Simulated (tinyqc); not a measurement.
Round nanowire with a gate all round, subbands and threshold shift from confinement: one step of the calculation.

Undoped body with a flat potential across it, hard walls, transport along x. One isotropic valley (g = 1, mx = my = mz = me). Non-parabolicity enters the subband edges through E (1 + al E) = gamma, so E = 2 gamma/(1 + sqrt(1 + 4 al gamma)); motion within a subband is taken as parabolic with the band-edge mass. Energies are counted from the bulk band edge.

Problem. Lowest subbands. gamma = C (2 z/(t + dl))^2 (1/my + 1/mz)/2, z the zeros of the Bessel functions J_l (2.404826, 3.831706, 5.135622, 5.520078, ...), twofold for l > 0; the mean inverse mass is an approximation for anisotropic valleys, C = hbar^2/(2 m0). List the 5 lowest, labelled by quantum numbers, with degeneracy g and N_k: N_k = g sqrt(2 mx m0 kB T/(pi hbar^2)).

Values chosen for this exercise; masses close to those of InAs: temperature T = 400 K; mass at the band edge me = 0.0225 m0; non-parabolicity al = 3 1/eV; diameter t = 8 nm; widening of the box by penetration into the insulator dl = 0.2 nm.

Constants: q = 1.602176634e-19 C, kB = 1.380649e-23 J/K, hbar = 1.054571817e-34 J s, m0 = 9.1093837015e-31 kg, hbar^2/(2 m0) = 0.0380998212 eV nm^2. Results are converted to the units shown.

Give: E_k; g; N_k.

Solution.

```
subband  E_k (eV)  g  N_k (cm^-1)
0,1        0.3045  1      8.050e5
1,1        0.5550  2      1.610e6
2,1        0.7890  2      1.610e6
0,2        0.8585  1      8.050e5
3,1         1.014  2      1.610e6
```

Range of the model: Non-parabolicity also makes carriers heavier within each subband, which is left out, so densities of states are understated at high energy. Levels near or above 1 eV lie beyond real barriers and upper valleys; they are listed for the hard-wall model only.

Computed by the program tinyqc: `OMP_NUM_THREADS=1 python tinyqc.py 2350166 2350167 out.jsonl`, one thread of a shared Intel Xeon 2.30GHz, about 0.1 s for the whole run.
